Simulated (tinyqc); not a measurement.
Tight binding, honeycomb lattice, step by step. One step of it, computed by the program tinyqc.

Task: Levels at k. Diagonalise the Hermitian matrix.

H(k) at k (eV):
```
,A,B
A,2.240000,-4.477326+3.013262i
B,-4.477326-3.013262i,-2.240000
```

Give: eigenvalues; weights |c|^2 of the basis functions.

Result:

eigenvalues (eV): -5.8433  5.8433

weights |c|^2 of the basis functions:
```
,band 1,band 2
A,0.3083,0.6917
B,0.6917,0.3083
```
